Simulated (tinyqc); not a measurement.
Harmonic transition-state theory with quantum, tunnelling and friction corrections: one step, computed by the program tinyqc.

One atom hops between equivalent sites; three modes at the minimum and two real modes at the saddle are treated as harmonic, the rest of the crystal as unchanged; melting is ignored, so hot rows may lie above the melting point.

Question. Tunnelling factors. With u = h nu_b/(k_B T): Wigner factor 1 + u^2/24; parabolic barrier (Bell) (u/2)/sin(u/2), valid above T_c = h nu_b/(2 pi k_B); symmetric Eckart barrier: kappa = int_0^infinity P(E) exp(-(E - E_b)/(k_B T)) dE/(k_B T), P = (cosh 2a - 1)/(cosh 2a + cosh 2d), a = alpha sqrt(E/E_b), alpha = 2 pi E_b/(h nu_b), 2d = 2 sqrt(alpha^2 - pi^2/4).

Inputs (values chosen for the exercise, modelled on interstitial hydrogen in silicon): barrier E_b = 0.519 eV; imaginary frequency at the saddle nu_b = 15.8 THz; temperature T = 388 K.

Lattice of sites: three-dimensional.

Constants: h x 1 THz = 4.135667696 meV; k_B = 8.617333262e-05 eV/K.

Give: u; crossover temperature T_c; Wigner factor; Bell factor; Eckart factor.

Answer.

u = 1.954

crossover temperature T_c = 120.7 K

Wigner factor = 1.159

Bell factor = 1.179

Eckart factor = 1.187

T/T_c = 3.22: tunnelling near the top of the barrier speeds the rate.
